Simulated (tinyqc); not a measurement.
Strain-driven roughening and islands of a mismatched epitaxial film. From one set of inputs to another, one input at a time. Computed by tinyqc, a small Python program. Command: `OMP_NUM_THREADS=1 python tinyqc.py 3008999 3009000 out.jsonl island ladder`. One thread of a shared host (Intel(R) Xeon(R) Processor @ 2.30GHz), about 0.01 s of CPU time with the checks.

Film and substrate share isotropic elastic constants; the film is coherent and biaxially strained.

The inputs printed are set A. Set A is modelled on Si(0.5)Ge(0.5) on Si; the values taken over come from a set modelled on Ge on Si. Inputs not listed in the table keep their values of set A, so the rows need not describe a real material.

Inputs (values chosen for the exercise, modelled on Si(0.5)Ge(0.5) on Si):
```
quantity                                      value       unit
misfit |f|                                   0.0216          -
shear modulus G                                59.8        GPa
Poisson ratio nu                               0.25          -
surface energy gamma                           1.12      J/m^2
contact angle of the shallow shape theta_1     12.1    degrees
contact angle of the steep shape theta_2       23.9    degrees
facet energy of shape 1 over gamma           0.9953          -
facet energy of shape 2 over gamma                1          -
wetting energy gamma_s - gamma                 0.24      J/m^2
decay length of wetting delta                   0.3         nm
surface mobility D_s nu_s Omega^2/(k_B T)   9.3e-33  m^6/(J s)
```

Transport: surface diffusion.

Constants: e = 1.602176634e-19 C.

Method:
- M = 2 G (1 + nu)/(1 - nu); stress = M f; energy density w = M f^2.
- A ripple A cos(k x) has the surface chemical potential per volume [gamma k^2 - 2 (1 + nu) w k] A cos(k x), so k_c = 2 (1 + nu) w/gamma. With surface diffusion the amplitude grows at the rate q = B k^2 [2 (1 + nu) w k - gamma k^2], fastest at k_m = (3/4) k_c. B is the surface mobility.
- The surface energy depends on thickness as gamma + (gamma_s - gamma) exp(-h/delta). Its curvature adds W2 = (gamma_s - gamma) exp(-h/delta)/delta^2 to the restoring terms; the flat film is stable while W2 > (1 + nu)^2 w^2/gamma, which gives h_c = delta ln[(gamma_s - gamma) gamma/(delta^2 (1 + nu)^2 w^2)], or 0 if negative.
- Shallow faceted island (Tersoff form): E = 4 Gam V^(2/3) tan^(1/3)(theta) - 6 c V tan(theta), Gam = gamma [x/sin(theta) - 1/tan(theta)], x the facet energy over gamma, c = stress^2 (1 - nu)/(2 pi G).
- The barrier is the maximum of E, at V_c = [4 Gam/(9 c)]^3 / tan^2(theta) (1 GPa nm = 1 J/m^2).

Each row keeps all changes above it:
```
input moved                                               from       to  fastest wavelength (nm)  wetting-layer thickness h_c (nm)  critical volume, shape 1 (nm^3)
set A                                                        -        -                   40.356                            1.6194                           30.907
misfit |f|                                              0.0216   0.0427                   10.327                            0.8016                            0.518
contact angle of the steep shape theta_2 (degrees)        23.9     33.6                   10.327                            0.8016                            0.518
facet energy of shape 2 over gamma                           1    1.027                   10.327                            0.8016                            0.518
contact angle of the shallow shape theta_1 (degrees)      12.1     11.9                   10.327                            0.8016                            0.496
decay length of wetting delta (nm)                         0.3      0.4                   10.327                            0.8387                            0.496
wetting energy gamma_s - gamma (J/m^2)                    0.24     0.33                   10.327                            0.9661                            0.496
surface mobility D_s nu_s Omega^2/(k_B T) (m^6/(J s))  9.3e-33  1.1e-32                   10.327                            0.9661                            0.496
```

Where does the difference come from?

Fastest wavelength goes from 40.4 to 10.3, a factor 0.256 in all. The largest single move comes from misfit |f| (a factor 0.256). Wetting-layer thickness h_c goes from 1.62 to 0.966, a factor 0.597 in all. The largest single move comes from misfit |f| (a factor 0.495), and wetting energy gamma_s - gamma works against it (a factor 1.15). Critical volume, shape 1 goes from 30.9 to 0.496, a factor 0.0160 in all. The largest single move comes from misfit |f| (a factor 0.0168). The single moves hold for this order of the switches; the total does not depend on the order.

Caution (rows misfit |f|, contact angle of the steep shape theta_2, facet energy of shape 2 over gamma, contact angle of the shallow shape theta_1, decay length of wetting delta, wetting energy gamma_s - gamma, surface mobility D_s nu_s Omega^2/(k_B T)): a wavelength of a few nanometres is at the limit of continuum theory, where steps and facets rule. Caution (rows misfit |f|, contact angle of the steep shape theta_2, facet energy of shape 2 over gamma, contact angle of the shallow shape theta_1, decay length of wetting delta, wetting energy gamma_s - gamma, surface mobility D_s nu_s Omega^2/(k_B T)): a critical volume below 1 nm^3 holds fewer than a hundred atoms, so a continuum barrier there has no physical meaning.

Extremes, crossings and ranges named in words are read from the listed rows.
